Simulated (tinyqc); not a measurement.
Long runs: velocity against field: Monte Carlo simulation of one carrier in a uniform electric field. Computed by tinyqc, a small Python program. Command: `OMP_NUM_THREADS=1 python tinyqc.py 3031654 3031655 out.jsonl mcfl walk`. One thread of a shared host (Intel(R) Xeon(R) Processor @ 2.30GHz), about 4 s of CPU time with the checks.

The force e F acts along +z. Flights end at the constant total rate Gamma; the part of Gamma that the real rates do not fill is self-scattering, which leaves k unchanged. One valley, no impurities and no intervalley scattering.

Inputs (values chosen for the exercise, for a model polar semiconductor):
```
quantity,value,unit
effective mass m,0.034,m_0
non-parabolicity alpha,1.4,1/eV
static permittivity eps_s,12.6,-
high-frequency permittivity eps_inf,10.9,-
density rho,6590,kg/m^3
sound velocity v_l,8930,m/s
acoustic deformation potential D_A,7.4,eV
optical phonon energy hbar w,18.5,meV
lattice temperature T,500,K
electric field F,0.17,kV/cm
energy E_max up to which Gamma must cover the rates,0.4,eV
seed of the random numbers,43156,-
```

Crystal: polar. Band: Kane.

Constants: k_B = 1.380649e-23 J/K; e = 1.602176634e-19 C; hbar = 1.054571817e-34 J s; m_0 = 9.1093837015e-31 kg; hbar = 6.582119569e-16 eV s; eps_0 = 8.8541878128e-12 F/m; k_B = 8.617333262e-05 eV/K.

Method:
- Kane band: hbar^2 k^2/(2 m) = E (1 + alpha E), speed v = hbar k/(m (1 + 2 alpha E)), states per spin, volume and energy g(E) = m k (1 + 2 alpha E)/(2 pi^2 hbar^2); overlap factors are set to 1. Masses are multiplied by m_0 and all formulas are in SI units.
- Phonon occupation N_q = 1/(exp(hbar w/(k_B T)) - 1).
- Acoustic deformation potential (elastic, equipartition, absorption and emission together): 1/tau = 2 pi k_B T D_A^2 g(E)/(hbar rho v_l^2).
- Polar optical, unscreened: W = e^2 w (1/eps_inf - 1/eps_s) m (1 + 2 alpha E') ln|(k + k')/(k - k')| / (4 pi eps_0 hbar^2 k), times N_q for absorption (E' = E + hbar w) and N_q + 1 for emission (E' = E - hbar w > 0), with alpha = 0 for a parabolic band; mean cosine of the angle <cos> = (k^2 + k'^2)/(2 k k') - 1/ln|(k + k')/(k - k')|.
- Gamma is 1.05 times the largest total rate on the grid E = (j + 1/2) E_max/400, j = 0..399.
- On the grid E_j = (j + 1/2) hbar w/12 up to 20 k_B T + 2 hbar w, solve (sum of rates) l(E) = v(E) + W_abs <cos> l(E + hbar w) + W_em <cos> l(E - hbar w); mu_0 = e sum g v l exp(-E/k_B T)/(3 k_B T sum g exp(-E/k_B T)).
- Flight: t = -ln(r1)/Gamma; k_z grows by e F t/hbar; E follows from the band; dz = (E_end - E_start)/(e F).
- Choice: with cumulative rates in the order acoustic, absorption, emission, the process is the first whose sum exceeds r2 Gamma; if none, self-scattering.
- Final state: E' = E, E + hbar w or E - hbar w gives k'. Isotropic processes: cos(theta) = 1 - 2 r3 from the z axis, phi = 2 pi r4, k' (sin theta cos phi, sin theta sin phi, cos theta). Polar processes: cos(b) = [1 + xi - (1 + 2 xi)^r3]/xi, xi = 2 k k'/(k - k')^2, b from the old direction n; new direction cos b n + sin b (cos phi e1 + sin phi e2), e1 = (z x n)/|z x n|, e2 = n x e1.
- Each row: 250 carriers from a thermal start, 1600 flights each, the first half discarded, random numbers not printed; the error is the standard error over ten groups; the mean energy is taken at the ends of flights, which sample time evenly. Fields at which more than 0.02 % of the events exceed Gamma are left out.

Gamma = 13.2740 1e12/s

low-field mobility mu_0 = 9195.08 cm^2/(V s)

Monte Carlo results:
```
F (kV/cm),drift velocity (1e5 m/s),error (1e5 m/s),mu_0 F (1e5 m/s),mean energy (meV),real events (%)
0.043,0.0300,0.021,0.03954,72.4,84.8
0.085,0.0675,0.020,0.07816,72.5,84.8
0.170,0.1500,0.023,0.15632,73.0,84.9
0.340,0.3010,0.018,0.31263,75.1,85.1
0.680,0.6170,0.019,0.62527,85.4,85.8
```

What does the comparison show, and why?

At the lowest field the drift velocity is 0.76 +/- 0.53 of the ohmic value mu_0 F, at the highest 0.99 +/- 0.03. The mean energy goes from 72 to 85 meV against the parabolic-band thermal value 3 k_B T/2 = 65 meV: the curve ends near the ohmic line. Only 85 to 86 % of the events are real; the rest is the price of a constant Gamma.

Extremes, crossings and ranges named in words are read from the listed rows.
